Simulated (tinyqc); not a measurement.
Perpendicular magnetic tunnel junction: magnetoresistance, thermal stability and spin-torque switching: one step of the calculation.

A circular free layer treated as one macrospin with its easy axis out of plane. mu0 = 1.25663706212e-6 H/m, gyromagnetic ratio q/m0 (g = 2). Magnetic parameters are taken as given at T.

Question. Retention of the array. A bit flips thermally at the rate exp(-Delta)/t0; the chance that any of N bits flips in ten years (3.15576e8 s) is 1 - exp[-N (time/t0) exp(-Delta)]. The Delta needed for a chance of 1e-4 follows by inversion.

Inputs (values chosen for the exercise): attempt time t0 = 1 ns; bits N = 1.34e8.

Delta = 77.973326

Give: mean life of one bit; expected flips in ten years; Delta needed.

Answer.

mean life of one bit = 2.3136e17 years
expected flips in ten years = 5.7919e-9
Delta needed = 68.217

Delta exceeds the need by 9.76.

Computed by the program tinyqc: `OMP_NUM_THREADS=1 python tinyqc.py 2450144 2450145 out.jsonl`, one thread of a shared Intel Xeon 2.30GHz, about 0.01 s for the whole run.
